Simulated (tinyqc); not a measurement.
# Small-signal admittance of a forward-biased p+-n diode: two studies

Holes injected into a neutral base of width wb with an ohmic contact at its end; low injection, p0 far above the equilibrium density. A small voltage v exp(i w t), w = 2 pi f, modulates the edge density by p0 v/Vt, and the small-signal density obeys Dp d2p/dx2 = (1/tau + i w) p.

Parameters, values chosen for the exercise; permittivity close to that of silicon: temperature T = 300 K; relative permittivity eps_r = 11.7; donor density of the base Nd = 2.1e16 cm^-3; hole diffusion coefficient Dp = 10 cm^2/s; hole lifetime tau = 2e-7 s; width of the neutral base wb = 2 um; excess hole density at the junction edge p0 = 4.4e12 cm^-3; acceptor density of the p+ side Na = 9e19 cm^-3; series resistance Rs = 0.0021 ohm cm^2; signal frequency f = 3.9e7 Hz.

Constants: q = 1.602176634e-19 C, kB = 1.380649e-23 J/K, Vt = kB T/q, eps0 = 8.8541878128e-14 F/cm where lengths are in cm. Results are converted to the units shown.

Each table varies one quantity; the others keep the values above.

## Admittance against frequency

L = sqrt(Dp tau); direct current J = (q Dp p0/L) coth(wb/L); k = sqrt(1 + i w tau)/L; diffusion admittance Y = (q Dp p0/Vt) k coth(k wb) = G + i w C_diff; junction capacitance C_j = sqrt(q eps0 eps_r Nd/(2 Vr)) in the depletion approximation, with the remaining barrier Vr = Vt ln(Na/p0), a rough value under forward bias; base-width modulation is left out. Measured admittance 1/[Rs + 1/(Y + i w C_j)].

The same in every row: C_j (uF/cm^2) = 0.06328.

Admittance against frequency:

| f (Hz) | w tau | G (S/cm^2) | C_diff (uF/cm^2) | measured G (S/cm^2) | measured C (uF/cm^2) | phase of the measured Y (degrees) |
|---|---|---|---|---|---|---|
| 3e5 | 0.3770 | 1.373 | 0.001813 | 1.369 | 0.06472 | 5.094 |
| 1e6 | 1.257 | 1.373 | 0.001813 | 1.369 | 0.06472 | 16.54 |
| 5e6 | 6.283 | 1.373 | 0.001813 | 1.378 | 0.06472 | 55.88 |
| 2e7 | 25.13 | 1.380 | 0.001810 | 1.515 | 0.06470 | 79.44 |
| 8e7 | 100.5 | 1.490 | 0.001769 | 3.699 | 0.06434 | 83.48 |
| 3e8 | 377.0 | 2.500 | 0.001398 | 31.34 | 0.06011 | 74.54 |
| 1e9 | 1257 | 4.847 | 7.689e-4 | 198.9 | 0.03692 | 49.39 |
| 6e9 | 7540 | 11.84 | 3.140e-4 | 457.7 | 0.002409 | 11.22 |
| 2e10 | 2.513e4 | 21.62 | 1.720e-4 | 474.4 | 2.254e-4 | 3.417 |

G starts at J/Vt = 1.37 S/cm^2 and C_diff at (J tau/(2 Vt))(1 - 2 x/sinh 2x) = 0.00181 uF/cm^2, x = wb/L = 0.141. Between the last two rows G goes as f^(0.50) and C_diff as f^(-0.50); the limits are 1/2 and -1/2, reached when the signal penetrates only sqrt(Dp/w). The measured C is 0.57 % below C_diff + C_j in the first row and 100 % below it in the last, the difference being due to Rs.

## Effect of the width of the neutral base

Same model as above.

The same in every row: w tau = 49.009; C_j (uF/cm^2) = 0.063282.

Results:

| wb (um) | G (S/cm^2) | C_diff (uF/cm^2) | measured G (S/cm^2) | measured C (uF/cm^2) | phase of the measured Y (degrees) |
|---|---|---|---|---|---|
| 0.71 | 3.8452 | 6.4509e-4 | 4.3169 | 0.062840 | 74.339 |
| 2.8 | 1.0629 | 0.0024753 | 1.6016 | 0.065390 | 84.292 |
| 5.5 | 0.91033 | 0.0038296 | 1.4726 | 0.066776 | 84.857 |
| 11 | 0.96524 | 0.0038532 | 1.5275 | 0.066784 | 84.667 |
| 22 | 0.96429 | 0.0038557 | 1.5266 | 0.066787 | 84.671 |
| 43 | 0.96429 | 0.0038557 | 1.5266 | 0.066787 | 84.671 |
| 85 | 0.96429 | 0.0038557 | 1.5266 | 0.066787 | 84.671 |

Estimate the missing row, wb = 1.4 um.

Computed row:

| wb (um) | G (S/cm^2) | C_diff (uF/cm^2) | measured G (S/cm^2) | measured C (uF/cm^2) | phase of the measured Y (degrees) |
|---|---|---|---|---|---|
| 1.4 | 1.9641 | 0.0012690 | 2.4744 | 0.063952 | 81.027 |

With this row back in the table: As wb goes from 0.71 to 85, G moves up and down between 0.910 and 3.85 S/cm^2, C_diff rises from 6.45e-4 to 0.00386 uF/cm^2 and the measured C rises from 0.0628 to 0.0668 uF/cm^2. C_diff stays below C_j.

Computed by the program tinyqc: `OMP_NUM_THREADS=1 python tinyqc.py 2890211 2890212 out.jsonl`, one thread of a shared Intel Xeon 2.30GHz, about 0.01 s for the whole run.
